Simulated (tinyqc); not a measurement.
Worked calculation (part 2 of 2): RHF in the sto-3g basis, for BeH2, spin multiplicity 1. Computed by tinyqc, a small Python program that keeps every step (integrals from PySCF). Command: `OMP_NUM_THREADS=1 python tinyqc.py 24202 24203 out.jsonl` (the two numbers bound the seeds that draw the settings). One thread of a shared host (Intel(R) Xeon(R) Processor @ 2.60GHz), about 0.06 s of CPU time with the checks.

Geometry (angstrom):
```
atom         x          y         z
Be    0.000000   0.000000  0.000000
H     0.000000   1.804000  0.048000
H     0.000000  -1.804000  0.048000
```

## Iteration 9 (converged): orbitals

converged F (hartree), order 1Be 1s, 1Be 2s, 1Be 2px, 1Be 2py, 1Be 2pz, 2H 1s, 3H 1s:
$$\begin{pmatrix}
-4.544448 & -1.292412 & 0.000000 & 0.000000 & 0.000575 & -0.129061 & -0.129061 \\
-1.292412 & -0.567627 & 0.000000 & 0.000000 & -0.003037 & -0.273756 & -0.273756 \\
0.000000 & 0.000000 & 0.211219 & 0.000000 & 0.000000 & 0.000000 & 0.000000 \\
0.000000 & 0.000000 & 0.000000 & -0.070871 & 0.000000 & -0.265052 & 0.265052 \\
0.000575 & -0.003037 & 0.000000 & 0.000000 & 0.211113 & -0.005298 & -0.005298 \\
-0.129061 & -0.273756 & 0.000000 & -0.265052 & -0.005298 & -0.178085 & 0.001986 \\
-0.129061 & -0.273756 & 0.000000 & 0.265052 & -0.005298 & 0.001986 & -0.178085
\end{pmatrix}$$

X, order 1Be 1s, 1Be 2s, 1Be 2px, 1Be 2py, 1Be 2pz, 2H 1s, 3H 1s:
$$\begin{pmatrix}
0.000000 & -0.484706 & 0.837515 & 0.000000 & -0.191533 & 0.325806 & 0.000000 \\
0.000000 & 0.986558 & -0.032532 & 0.000000 & -0.017795 & 0.565739 & 0.000000 \\
0.000000 & 0.000000 & 0.000000 & 1.000000 & 0.000000 & 0.000000 & 0.000000 \\
1.031713 & 0.000000 & 0.000000 & 0.000000 & 0.000000 & 0.000000 & 0.573353 \\
0.000000 & 0.024685 & 0.229920 & 0.000000 & 0.972923 & 0.013678 & 0.000000 \\
-0.732743 & -0.579777 & -0.372874 & 0.000000 & 0.085634 & 0.345436 & 0.403644 \\
0.732743 & -0.579777 & -0.372874 & 0.000000 & 0.085634 & 0.345436 & -0.403644
\end{pmatrix}$$

Diagonalise F' = X^T F X, C = X C', fill 3 alpha and 3 beta electrons from the bottom; D = 2 C_occ C_occ^T. Each column has its largest component positive (the first on a tie).

F' = X^T F X (hartree):
$$\begin{pmatrix}
0.532694 & 0.000000 & 0.000000 & 0.000000 & 0.000000 & 0.000000 & 0.066544 \\
0.000000 & -0.020960 & 0.970382 & 0.000000 & -0.223394 & 0.495326 & 0.000000 \\
0.000000 & 0.970382 & -3.005587 & 0.000000 & 0.763466 & -1.705024 & 0.000000 \\
0.000000 & 0.000000 & 0.000000 & 0.211219 & 0.000000 & 0.000000 & 0.000000 \\
0.000000 & -0.223394 & 0.763466 & 0.000000 & 0.029812 & 0.410880 & 0.000000 \\
0.000000 & 0.495326 & -1.705024 & 0.000000 & 0.410880 & -1.454731 & 0.000000 \\
0.066544 & 0.000000 & 0.000000 & 0.000000 & 0.000000 & 0.000000 & -0.327340
\end{pmatrix}$$

orbital energies (hartree): MO1 -4.547714, MO2 -0.381143, MO3 -0.332458, MO4 0.210357, MO5 0.211219, MO6 0.267034, MO7 0.537812

coefficients C, order 1Be 1s, 1Be 2s, 1Be 2px, 1Be 2py, 1Be 2pz, 2H 1s, 3H 1s:
$$\begin{pmatrix}
0.992060 & -0.209640 & 0.000000 & 0.030771 & 0.000000 & -0.223892 & 0.000000 \\
0.029879 & 0.652427 & 0.000000 & -0.123595 & 0.000000 & 0.923527 & 0.000000 \\
0.000000 & 0.000000 & 0.000000 & 0.000000 & 1.000000 & 0.000000 & 0.000000 \\
0.000000 & 0.000000 & 0.492543 & 0.000000 & 0.000000 & 0.000000 & 1.072644 \\
-0.000040 & 0.005540 & 0.000000 & 0.990735 & 0.000000 & 0.136579 & 0.000000 \\
-0.003641 & 0.393732 & 0.458649 & 0.077214 & 0.000000 & -0.663954 & -0.699630 \\
-0.003641 & 0.393732 & -0.458649 & 0.077214 & 0.000000 & -0.663954 & 0.699630
\end{pmatrix}$$

D after iteration 9, order 1Be 1s, 1Be 2s, 1Be 2px, 1Be 2py, 1Be 2pz, 2H 1s, 3H 1s:
$$\begin{pmatrix}
2.056263 & -0.214265 & 0.000000 & 0.000000 & -0.002401 & -0.172307 & -0.172307 \\
-0.214265 & 0.853106 & 0.000000 & 0.000000 & 0.007226 & 0.513545 & 0.513545 \\
0.000000 & 0.000000 & 0.000000 & 0.000000 & 0.000000 & 0.000000 & 0.000000 \\
0.000000 & 0.000000 & 0.000000 & 0.485197 & 0.000000 & 0.451809 & -0.451809 \\
-0.002401 & 0.007226 & 0.000000 & 0.000000 & 0.000061 & 0.004363 & 0.004363 \\
-0.172307 & 0.513545 & 0.000000 & 0.451809 & 0.004363 & 0.730795 & -0.110642 \\
-0.172307 & 0.513545 & 0.000000 & -0.451809 & 0.004363 & -0.110642 & 0.730795
\end{pmatrix}$$

## Convergence

Stop when the energy changes by less than 1e-08 hartree and every element of the error matrix X^T (F D S - S D F) X is below 3e-05.

Course of the cycle:
```
iteration   E (hartree)     change  largest element of the error matrix
1          -15.35690814          -                             3.18e-01
2          -15.42991830  -7.30e-02                             3.95e-02
3          -15.43160960  -1.69e-03                             1.04e-02
4          -15.43175866  -1.49e-04                             3.05e-03
5          -15.43177384  -1.52e-05                             9.85e-04
6          -15.43177540  -1.56e-06                             3.14e-04
7          -15.43177556  -1.61e-07                             1.00e-04
8          -15.43177558  -1.66e-08                             3.20e-05
9          -15.43177558  -1.72e-09                             1.02e-05
```

PySCF RHF in the same basis = -15.43177558 hartree

Converged in 9 iterations.

## Populations, bond orders and dipole

overlap S, order 1Be 1s, 1Be 2s, 1Be 2px, 1Be 2py, 1Be 2pz, 2H 1s, 3H 1s:
$$\begin{pmatrix}
1.000000 & 0.259517 & 0.000000 & 0.000000 & 0.000000 & 0.025002 & 0.025002 \\
0.259517 & 1.000000 & 0.000000 & 0.000000 & 0.000000 & 0.290041 & 0.290041 \\
0.000000 & 0.000000 & 1.000000 & 0.000000 & 0.000000 & 0.000000 & 0.000000 \\
0.000000 & 0.000000 & 0.000000 & 1.000000 & 0.000000 & 0.374763 & -0.374763 \\
0.000000 & 0.000000 & 0.000000 & 0.000000 & 1.000000 & 0.009972 & 0.009972 \\
0.025002 & 0.290041 & 0.000000 & 0.374763 & 0.009972 & 1.000000 & 0.004657 \\
0.025002 & 0.290041 & 0.000000 & -0.374763 & 0.009972 & 0.004657 & 1.000000
\end{pmatrix}$$

Mulliken: Z minus the diagonal of D S on the atom; Loewdin: the same with S^(1/2) D S^(1/2); Mayer order: 2 sum_s sum (D(s) S)_ij (D(s) S)_ji over the two atoms.

Charges (e):
```
atom   Mulliken    Loewdin
1Be    0.088571   0.079085
2H    -0.044285  -0.039543
3H    -0.044285  -0.039543
```

Mayer bond orders:
```
pair     order
2-1   0.980648
3-1   0.980648
3-2   0.017391
```

dipole moment about the origin, x y z (debye): [0.000000, 0.000000, -0.118257]
